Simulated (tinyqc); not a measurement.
Binding against mu: shallow acceptor in the spherical model (Baldereschi-Lipari), strong spin-orbit limit. Computed by tinyqc, a small Python program. Command: `OMP_NUM_THREADS=1 python tinyqc.py 3023758 3023759 out.jsonl acceptor walk`. One thread of a shared host (Intel(R) Xeon(R) Processor @ 2.30GHz), about 0.01 s of CPU time with the checks.

The 1S(3/2) state has an s envelope f(r) and a d envelope g(r). In effective units they obey -(f'' + 2f'/r + 2f/r) + mu (g'' + 5g'/r + 3g/r^2) = E f and -(g'' + 2g'/r - 6g/r^2 + 2g/r) + mu (f'' - f'/r) = E g. The cubic term, the split-off band and the central cell are left out.

Inputs (values chosen for the exercise, modelled on germanium):

| quantity | value | unit |
|---|---|---|
| Luttinger gamma_1 | 13.3 | - |
| Luttinger gamma_2 | 4.13 | - |
| Luttinger gamma_3 | 5.67 | - |
| dielectric constant eps | 15.7 | - |

Constants: Ry = 13.605693123 eV; a_0 = 0.529177210903 angstrom.

Method:
- Ry* = Ry/(gamma_1 eps^2), a* = a_0 eps gamma_1, mu = (6 gamma_3 + 4 gamma_2)/(5 gamma_1), delta = (gamma_3 - gamma_2)/gamma_1; spherical masses 1/(gamma_1 (1 - mu)) (heavy) and 1/(gamma_1 (1 + mu)) (light).
- Basis: f_i = exp(-zeta_i r), g_i = r exp(-zeta_i r), weight r^2 dr, s = zeta_i + zeta_j. S_ff = 2/s^3, H_ff = zeta_i zeta_j S_ff - 2/s^2; S_gg = 24/s^5, H_gg = 8/s^3 + 24 zeta_i zeta_j/s^5 - 12/s^4; H(f_i, g_j) = mu (6 zeta_i^2/s^4 + 2 zeta_i/s^3); S_fg = 0. Each function is normalised by sqrt(S_ii).
- Large basis: zeta_i = 0.08 x 1.55^(i-1), i = 1..20 in each channel; overlap eigenvalues below 1e-11 are dropped.

mu = 0.76

1S(3/2):

| mu | binding (Ry*) | d weight | binding x (1 - mu) |
|---|---|---|---|
| 0.10 | 1.0091 | 0.00424 | 0.90817 |
| 0.23 | 1.0502 | 0.02256 | 0.80862 |
| 0.46 | 1.2405 | 0.09239 | 0.66988 |
| 0.50 | 1.2985 | 0.10979 | 0.64927 |
| 0.76 | 2.2173 | 0.26659 | 0.53216 |
| 0.80 | 2.5802 | 0.29828 | 0.51604 |
| 0.90 | 4.7683 | 0.38818 | 0.47683 |
| 0.95 | 9.1447 | 0.44002 | 0.45723 |

What does the comparison show, and why?

The binding grows from 1.009 to 9.14 Ry*, slowly at first (second order in mu), while the d weight rises to 0.44. The last column, the binding in units of the heavy-hole Rydberg, falls to 0.457, towards about 0.44 as mu tends to 1.
